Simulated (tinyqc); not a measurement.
What moves the results: impurity band of shallow donors (Hubbard estimate). A value that a table varies takes the place of the one given here.

Constants: e^2/(4 pi eps0) = 14.39964547 eV angstrom.

Parameters, chosen for this exercise (near those of two donors in GaN; not measured data):
- a = 23.4 angstrom (orbital radius)
- eps = 9.8 (dielectric constant)
- Ns = (0.016, 0.04, 0.097, 0.24, 0.56, 1.2, 2.4) x 1e18/cm^3 (donor densities)
- R = 92 angstrom (separation)

## From lone donors to an impurity band

Donors on a simple cubic lattice of spacing R = N^(-1/3) (1/angstrom^3 = 1e24/cm^3), Ha* = q/(eps a), q = e^2/(4 pi eps0), x = R/a. Hopping t = Ha* (1 + x) exp(-x), band width B = 12 t, on-site repulsion U = (5/8) Ha*; the gap closes near B/U = 1.15. Valley factors and disorder are left out.

Results:

| N (1e18/cm^3) | R (angstrom) | N^(1/3) a | t (meV) | B (meV) | B/U |
|---|---|---|---|---|---|
| 0.016 | 396.9 | 0.059 | 4.86e-05 | 0.000583 | 1.49e-05 |
| 0.040 | 292.4 | 0.080 | 0.00317 | 0.0381 | 0.000970 |
| 0.097 | 217.6 | 0.108 | 0.0591 | 0.709 | 0.0181 |
| 0.24 | 160.9 | 0.145 | 0.510 | 6.12 | 0.156 |
| 0.56 | 121.3 | 0.193 | 2.18 | 26.1 | 0.665 |
| 1.2 | 94.1 | 0.249 | 5.65 | 67.8 | 1.73 |
| 2.4 | 74.7 | 0.313 | 10.8 | 130 | 3.31 |

What can be read from the table?

B/U passes 1.15 between 0.56 and 1.2 x 1e18/cm^3; the root is x = 4.52, N^(1/3) a = 0.221, N = 0.84 x 1e18/cm^3, below the 1.4 that the empirical rule N^(1/3) a = 0.26 gives; the estimate is rough, since random positions, the overlap of the orbitals and screening are left out. While N grows by 150 times, t grows by 2.22e+05 times.

## What each parameter does (pair of shallow donors (hydrogen-like orbitals))

Each donor has the orbital exp(-r/a); energy unit Ha* = q/(eps a), q = e^2/(4 pi eps0), so that a lone donor is bound by Ha*/2; x = R/a. One electron: S = (1 + x + x^2/3) exp(-x), j = 1/x - (1 + 1/x) exp(-2x), k = (1 + x) exp(-x); levels E(+/-) = -1/2 - (j +/- k)/(1 +/- S) in Ha*, without the repulsion of the ions, split by D = |E(-) - E(+)|.

Two electrons, Heitler-London: with S' = (1 - x + x^2/3) exp(x), C = 1/x - exp(-2x)(1/x + 11/8 + 3x/4 + x^2/6), X = (1/5){exp(-2x)(25/8 - 23x/4 - 3x^2 - x^3/3) + (6/x)[S^2 (0.5772157 + ln x) + S'^2 Ei(-4x) - 2 S S' Ei(-2x)]}, Q = C - 2j + 1/x and A = X - 2 S k + S^2/x, the singlet and triplet lie at (Q +/- w A)/(1 +/- w S^2) from two lone donors, with the valley weight w = 1 (one valley); the exchange is J = triplet - singlet.

x, D = |E(-) - E(+)| and J. Each row changes one parameter from the base and keeps the others.

Results:

| case | x | D (meV) | J (micro-eV) |
|---|---|---|---|
| base | 3.932 | 6.079 | 1.39e+03 |
| a = 21.1 angstrom | 4.360 | 4.877 | 823 |
| eps = 10.8 | 3.932 | 5.516 | 1.26e+03 |
| R = 106 angstrom | 4.530 | 3.861 | 575 |

How do the results move?

The largest shifts from the base row, up to three for each result and ties (the steps differ in size, so this ranks the rows, not the parameters). x: R +0.598, a +0.429; unchanged at the printed digits by eps. D (meV): R -2.22, a -1.20, eps -0.563. J (micro-eV): R -817, a -569, eps -129.

tinyqc: `OMP_NUM_THREADS=1 python tinyqc.py 1280976 1280977 out.jsonl`; about 0.01 s, one thread, shared Intel(R) Xeon(R) Processor @ 2.30GHz.
